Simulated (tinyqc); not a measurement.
Cap thickness from the capacitance plateau.

Inverse problem. With only the buried channel on, 1/C = 1/Cox + (tc + zc)/(eps0 eps_r), Cox = eps0 eox/tox. Find tc and the oxide-equivalent thickness 3.9 eps0/C.

Inputs (values chosen for the exercise); band and dielectric values close to those of silicon:
```
symbol,value,unit,meaning
eps_r,11.8,,relative permittivity
eox,3.9,,relative permittivity of the gate insulator (close to silicon dioxide)
tox,1.2,nm,insulator thickness
zc,0.8,nm,depth of the hole centroid below the top of the SiGe
```

Constants: eps0 = 8.8541878128e-14 F/cm where lengths are in cm. Results are converted to the units shown.

plateau of C/Cox with only the buried channel on = 0.38095238

Solution. The cap and the centroid act as a second capacitor in series with the insulator.

tc = 5.10 nm
equivalent thickness = 3.15 nm

tinyqc, about 0.02 s, one thread, Intel Xeon 2.30GHz (shared host): `OMP_NUM_THREADS=1 python tinyqc.py 2042163 2042164 out.jsonl`
